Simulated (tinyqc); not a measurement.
Thin-film resistivity, exact integral against the thick limit.

Fuchs-Sondheimer for a film of thickness d, k = d/lam: rho0/rho = 1 - (3 (1 - ps)/(2 k)) int_1^infinity (t^-3 - t^-5)(1 - exp(-k t))/(1 - ps exp(-k t)) dt; thick limit rho/rho0 = 1 + 3 (1 - ps)/(8 k).

Parameters, values chosen for the exercise; metal values close to those of copper:
```
symbol  value     unit                               meaning
rho0     1.69  uohm cm                      bulk resistivity
lam        40       nm                   bulk mean free path
ps          0           specular share of surface scattering
```

Result of one run:
```
k	rho/rho0, exact	thick limit	error of the limit (%)	rho (uohm cm)
10.00	1.039	1.038	-0.141	1.756
```

Which film thickness d gave this result: 3.9, 7.5, 15, 28 or 400 nm?

d = 400 nm.

The whole series:
```
d (nm)	k	rho/rho0, exact	thick limit	error of the limit (%)	rho (uohm cm)
2	0.05000	7.728	8.500	9.99	13.06
3.9	0.09750	4.863	4.846	-0.341	8.218
7.5	0.1875	3.216	3.000	-6.73	5.436
15	0.3750	2.197	2.000	-8.99	3.714
28	0.7000	1.662	1.536	-7.60	2.809
55	1.375	1.331	1.273	-4.39	2.250
110	2.750	1.156	1.136	-1.67	1.953
210	5.250	1.077	1.071	-0.506	1.820
400	10.00	1.039	1.038	-0.141	1.756
```

rho/rho0 falls from 7.73 to 1.04. The error of the thick limit goes from 10 through a minimum of -9.0 (at d = 15 nm among the rows listed) to -0.14 %; it stays within 5 % for k of 1.375 and above among the rows listed. The change of sign at small k is a crossing of two different laws, not agreement.

Computed by the program tinyqc: `OMP_NUM_THREADS=1 python tinyqc.py 2100012 2100013 out.jsonl`, one thread of a shared Intel Xeon 2.30GHz, about 0.01 s for the whole run.
